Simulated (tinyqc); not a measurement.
# Changing the sink density n

Model: solubility, supersaturation, precipitation and gettering of an impurity in a silicon-like host. Computed by tinyqc, a small Python program. Command: `OMP_NUM_THREADS=1 python tinyqc.py 3005634 3005635 out.jsonl ripen sweep`. One thread of a shared host (Intel(R) Xeon(R) Processor @ 2.30GHz), about 0.01 s of CPU time with the checks.

The wafer was saturated at T1 and is then held at T.

Inputs (values chosen for the exercise, modelled on chromium in silicon):
```
quantity                                   value    unit
site density N0                            5e+22  1/cm^3
enthalpy of solution H                      2.76      eV
entropy of solution S                        4.5     k_B
diffusion prefactor D0                   0.00074  cm^2/s
migration energy Q                         0.828      eV
temperature of saturation T1                1250       K
anneal temperature T                         830       K
initial sink radius r0                       4.3      nm
impurity density in the precipitate C_p  3.4e+22  1/cm^3
interface energy gamma                      0.31   J/m^2
anneal time t                              30000       s
```

Constants: k_B = 8.617333262e-05 eV/K; k_B = 1.380649e-23 J/K.

Method:
- C_eq(T) = N0 exp(S/k_B - H/(k_B T)); D(T) = D0 exp(-Q/(k_B T)); C0 = C_eq(T1). Supersaturation s = C0/C_eq(T); critical radius r* = 2 gamma/(C_p k_B T ln s); barrier W* = (4 pi/3) gamma r*^2. Strain energy is left out.
- tau0 = 1/(4 pi n r0 D); C_fixed(t) = C_eq + (C0 - C_eq) exp(-t/tau0). If all excess precipitates, the final radius is r_f = [r0^3 + 3 (C0 - C_eq)/(4 pi n C_p)]^(1/3), with tau_f = 1/(4 pi n r_f D).
- Growing sinks: with y = r/r_f and y0 = r0/r_f, dy/dt = (1 - y^3)/(3 tau_f y), which integrates to t/tau_f = F(y) - F(y0), F(y) = (1/2) ln[(1 + y + y^2)/(1 - y)^2] - sqrt(3) arctan[(2y + 1)/sqrt(3)]; the share of the excess left is (1 - y^3)/(1 - y0^3), and C(t) = C_eq + (C0 - C_eq) x share.

One run for each value:
```
sink density n (1/cm^3)  final radius r_f (nm)   tau_f (s)  C(t) with growing sinks (1/cm^3)
2.10e+05                                103.89  5.2530e+06                        3.3521e+13
8.90e+05                                 64.20  2.0057e+06                        3.3484e+13
3.70e+06                                 39.94  7.7549e+05                        3.3333e+13
1.50e+07                                 25.08  3.0463e+05                        3.2731e+13
6.40e+07                                 15.55  1.1517e+05                        3.0260e+13
2.70e+08                                  9.84  4.3154e+04                        2.1940e+13
1.10e+09                                  6.65  1.5676e+04                        6.6499e+12
4.60e+09                                  5.07  4.9093e+03                        8.6678e+10
1.90e+10                                  4.51  1.3366e+03                        7.8442e+07
```

What does the table show, and why?

Over the rows, final radius r_f (nm) falls from 104 to 4.51 (exponent d ln y / d ln x -0.33 between the first rows and -0.083 between the last); tau_f (s) falls from 5.25e6 to 1340 (exponent d ln y / d ln x -0.67 between the first rows and -0.92 between the last); C(t) with growing sinks (1/cm^3) falls from 3.35e13 to 7.84e7 (exponent d ln y / d ln x -7.6e-4 between the first rows and -4.9 between the last). At the low end the exponent of final radius r_f is -0.33, close to -0.33: a fixed amount shared among n sinks. At the low end the exponent of tau_f is -0.67, close to -0.67: n r_f goes as n^(2/3).

Caution (all rows): the barrier to homogeneous nucleation is below 35 k_B T for these inputs, so new precipitates would form and outnumber the fixed sinks assumed here.
